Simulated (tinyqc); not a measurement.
What moves the results: heavy doping: gap narrowing, degeneracy and the minority density. A value that a table varies takes the place of the one given here.

F_j(eta) = (1/Gamma(j + 1)) integral_0^infinity x^j dx/(1 + exp(x - eta)), which tends to exp(eta) for eta << 0.

Empirical narrowing (Slotboom form, constants chosen for the exercise; published fits of this form give the apparent narrowing, here it is taken as the true one): dEg = E0 [ln(N/N0) + sqrt(ln(N/N0)^2 + C)].

Majority: N = Nv F_1/2(eta), eta the distance of EF beyond the majority band edge in kT. Degeneracy factor gam = F_1/2(eta)/exp(eta). ni0^2 = Nc Nv exp(-Eg/kT); product n p = ni0^2 gam exp(dEg/kT), dEg the true narrowing; apparent narrowing dEa = dEg + kT ln gam; minority density = n p/N.

Bipolar transistor with N as emitter doping: beta = K (N/NB) exp((dEa_B + dG - dEa_E)/kT), dEa_E = dEg(N) + kT ln gam, dEa_B = dEg(NB). For the sweep in T, Nv is scaled as (T/T0)^(3/2) from its value at T0 = T.

Constants: kB = 8.617333262e-05 eV/K.

Values chosen for the exercise (gap and densities of states near those of Ge at this temperature; narrowing constants of the size fitted for Si, not for this material; the results hold for these values, not for the real material):
- Eg = 0.671 eV (gap)
- Nc = 1.05e+19 1/cm^3 (conduction-band density of states)
- Nv = 4.9e+18 1/cm^3 (valence-band density of states)
- T = 300 K
- E0 = 9.89 meV (narrowing scale)
- N0 = 1.1e+17 1/cm^3 (onset density)
- C = 0.5 (smoothing constant)
- N = 7.8e+18 1/cm^3 (ionised acceptors, equal to the majority density)
- NB = 6e+16 1/cm^3 (base doping)
- K = 4 (ratio (D_B W_E)/(D_E W_B))
- dG = 0 meV (extra narrowing of the base by alloying)

## Narrowing against degeneracy

N takes the values listed; the last column is N over the factor gam exp(dEg/kT), the doping that a simple model would need to give the same minority density.

Results:
```
N (1/cm^3)    eta      gam  dEg (meV)  dEa (meV)  minority (1/cm^3)  effective doping (1/cm^3)
1.0e+16     -6.19    0.999        1.0        1.0           2.86e+10                   9.62e+15
5.0e+16     -4.58    0.996        2.7        2.6           6.07e+09                   4.52e+16
1.0e+17     -3.88    0.993        6.1        5.9           3.46e+09                   7.95e+16
5.0e+17     -2.25    0.965       31.5       30.6           1.79e+09                   1.53e+17
1.0e+18     -1.52    0.931       44.8       42.9           1.44e+09                   1.90e+17
5.0e+18      0.38    0.701       76.1       66.9           7.32e+08                   3.75e+17
1.0e+19      1.42    0.496       89.7       71.6           4.38e+08                   6.27e+17
4.0e+19      4.72   0.0728      117.0       49.3           4.63e+07                   5.94e+18
1.0e+20      8.94  0.00269      135.1      -17.9           1.37e+06                   2.00e+20
```

What does this show?

dEg grows steadily to 135.1 meV, while the apparent value peaks at 71.6 meV for N = 1e+19 and falls to -17.9 meV as the Fermi level enters the band. N grows by a factor 50 from the third to the sixth row and the effective doping by 4.7: net of degeneracy, narrowing takes away 91 % of the factor gained by heavier doping.

## Current gain against temperature

Gain:
```
T (K)  beta  beta with dG = 0  without narrowing
150    4.22              4.22                520
200    12.3              12.3                520
250    24.1              24.1                520
300    38.3              38.3                520
350    53.8              53.8                520
400    69.8              69.8                520
450    85.7              85.7                520
```

dEa_B + dG - dEa_E at T0 = -67.4 meV

How do the results move?

beta is 4.22 at 150 K and 85.7 at 450 K, since the net exponent is negative: the emitter has the larger apparent narrowing. At 300 K narrowing and degeneracy change the gain by a factor 0.0737.

## What moves the minority density and the gain

All results formed anew. Each row changes one parameter from the base and keeps the others.

Results:
```
case                  dEg (meV)  dEa (meV)  minority (1/cm^3)  beta
base                      84.87      70.63           5.41e+08  38.3
N = 1.56e+19 1/cm^3       98.50      70.58           2.70e+08  76.8
E0 = 11.868 meV          101.84      87.60           1.04e+09  20.4
N0 = 2.2e+17 1/cm^3       71.27      57.03           3.20e+08  61.4
Eg = 0.691 eV             84.87      70.63           2.50e+08  38.3
Nv = 6.37e+18 1/cm^3      84.87      73.86           7.97e+08  33.8
NB = 1.2e+17 1/cm^3       84.87      70.63           5.41e+08  23.0
```

What can be read from the table?

The largest shifts from the base row, up to three for each result and ties (the steps differ in size, so this ranks the rows, not the parameters). dEg (meV): E0 +16.97, N +13.63, N0 -13.60; unchanged at the printed digits by Eg, Nv and NB. dEa (meV): E0 +16.97, N0 -13.60, Nv +3.23; unchanged at the printed digits by Eg and NB. minority (1/cm^3): E0 +5.02e+08, Eg -2.92e+08, N -2.71e+08; unchanged at the printed digits by NB. beta: N +38.5, N0 +23.0, E0 -18.0; unchanged at the printed digits by Eg.

Program tinyqc; command `OMP_NUM_THREADS=1 python tinyqc.py 1650589 1650590 out.jsonl`; about 0.01 s on one thread of a shared Intel(R) Xeon(R) Processor @ 2.30GHz.
